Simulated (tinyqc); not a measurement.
Worked calculation: short-period [001] superlattice in sp3s* tight binding. Values are carried at full precision from step to step, so a last printed digit may differ when a step is redone from the rounded ones.

sp3s* tight binding, nearest neighbours only: anion (a) at 0, cation (c) at a/4 (1,1,1), orbitals s, px, py, pz, s* on each; k in units of 2 pi/a. With phases e_j = exp(i (pi/2) k.n_j) for n = (1,1,1), (1,-1,-1), (-1,1,-1), (-1,-1,1): g0 = (e1+e2+e3+e4)/4, g1 = (e1+e2-e3-e4)/4, g2 = (e1-e2+e3-e4)/4, g3 = (e1-e2-e3+e4)/4. The diagonal holds the levels Esa, Epa, Exa (s*) and Esc, Epc, Exc. Anion-cation block: <sa|sc> = Vss g0; <sa|xc> = Vsapc g1; <xa|sc> = -Vscpa g1; <xa|xc> = Vxx g0; <xa|yc> = <ya|xc> = Vxy g3, <xa|zc> = <za|xc> = Vxy g2, <ya|zc> = <za|yc> = Vxy g1; <s*a|xc> = Vxapc g1; <xa|s*c> = -Vpaxc g1; y and z take g2 and g3 in place of g1; s-s* and s*-s* vanish.

Inputs chosen for the exercise (A near a published set for GaAs, B for AlAs; not measured data):
```
symbol  value                                                                                           unit  meaning
pA      (-8.359, 1.04, -2.649, 3.678, 8.608, 6.731, -6.458, 1.953, 5.092, 4.479, 5.783, 4.844, 4.808)   eV    order Esa, Epa, Esc, Epc, Exa, Exc, Vss, Vxx, Vxy, Vsapc, Vscpa, Vxapc, Vpaxc
pB      (-7.517, 0.982, -1.163, 3.594, 7.483, 6.715, -6.645, 1.883, 4.284, 5.111, 5.495, 4.516, 4.997)  eV    the same for B
dEv     0.55                                                                                            eV    valence offset: Ev(B) lies this far below Ev(A)
n       2                                                                                                     monolayers of A
m       1                                                                                                     monolayers of B
```

## Band line-up of the two bulk crystals

Edges on the common scale: Ev, the conduction level at Gamma, the minimum on (kx,0,0) for kx from 0.5 to 1, and the level at X.

Edges (eV):
```
crystal       Ev   Gamma  Delta minimum       X
A         0.0000  1.5546         2.0346  2.0346
B        -0.5500  2.4790         1.7289  1.7635
```

For Gamma electrons A is the well, 0.924 eV deep; for X electrons B is, 0.271 eV deep; holes sit in A.

## Shifted levels

Planes alternate anion, cation along [001], a/4 apart; at zero in-plane momentum s, pz, s* form one block. All levels of A are shifted so that its Ev (lower root of [[Epa, Vxx], [Vxx, Epc]]) is 0, and those of B so that its Ev is -dEv. A monolayer is an anion plane and the cation plane above it; an anion between unlike cations takes the mean of the two anion levels; each bond takes the couplings of its cation. Block from an anion to the cation above: U with Vss/2 (s,s), Vsapc/2 (s,z), -Vscpa/2 (z,s), Vxx/2 (z,z), Vxapc/2 (s*,z), -Vpaxc/2 (z,s*); to the cation below: the same with the s-z and s*-z signs reversed. The cell of n + m monolayers is closed with the phase exp(2 pi i q). No spin-orbit coupling. In this block 2 (n + m) levels are filled.

Parameters in the order Esa, Epa, Esc, Epc, Exa, Exc, Vss, Vxx, Vxy, Vsapc, Vscpa, Vxapc, Vpaxc. Find Ev of each set and shift the levels.

Ev before the shift (eV): A 0.0023, B -0.0036

Levels (eV):
```
plane                  s       p      s*
anion A          -8.3613  1.0377  8.6057
cation A         -2.6513  3.6757  6.7287
anion B          -8.0634  0.4356  6.9366
cation B         -1.7094  3.0476  6.1686
interface anion  -8.2124  0.7366  7.7711
```

## The matrix for n = 2, m = 1 at q = 0

Planes in the order a1, c1, a2, c2, ...; the A cations come first.

H (eV), lower triangle:
```
        sa1     za1     *a1     sc1     zc1    *c1     sa2     za2    *a2     sc2     zc2    *c2
sa1  -8.212
za1       0   0.737
*a1       0       0   7.771
sc1  -3.229  -2.892       0  -2.651
zc1   2.240   0.977   2.422       0   3.676
*c1       0  -2.404       0       0       0  6.729
sa2       0       0       0  -3.229  -2.240      0  -8.361
za2       0       0       0   2.892   0.977  2.404       0   1.038
*a2       0       0       0       0  -2.422      0       0       0  8.606
sc2       0       0       0       0       0      0  -3.229  -2.892      0  -2.651
zc2       0       0       0       0       0      0   2.240   0.977  2.422       0   3.676
*c2       0       0       0       0       0      0       0  -2.404      0       0       0  6.729
sa3       0       0       0       0       0      0       0       0      0  -3.229  -2.240      0
za3       0       0       0       0       0      0       0       0      0   2.892   0.977  2.404
*a3       0       0       0       0       0      0       0       0      0       0  -2.422      0
sc3  -3.322   2.748       0       0       0      0       0       0      0       0       0      0
zc3  -2.555   0.942  -2.258       0       0      0       0       0      0       0       0      0
*c3       0   2.498       0       0       0      0       0       0      0       0       0      0

        sa3     za3    *a3     sc3    zc3    *c3
sa3  -8.212
za3       0   0.737
*a3       0       0  7.771
sc3  -3.322  -2.748      0  -1.709
zc3   2.555   0.942  2.258       0  3.048
*c3       0  -2.498      0       0      0  6.169
```

## Levels of the small cell

Diagonalise (s, pz, s* block of a cell with n = 2, m = 1; px and py are apart). The lowest 6 levels are filled. Give the share of the cation weight of the lowest empty level that lies on the A cations, c1 and c2.

levels (eV): -12.472  -11.109  -10.913  -5.827  -5.521  -0.181  1.798  2.173  2.206  2.703  2.751  4.490  6.541  8.021  9.252  9.438  10.447  11.090

share on A cations = 0.827

The lowest empty level is number 7, at 1.798 eV.

## Checks

- Cell of two equal monolayers against the bulk levels at Gamma and X: they agree to 1e-10 or better.

Run: tinyqc, `OMP_NUM_THREADS=1 python tinyqc.py 1481621 1481622 out.jsonl`; Intel(R) Xeon(R) Processor @ 2.30GHz, one thread, shared host; about 0.2 s of CPU time with all checks.
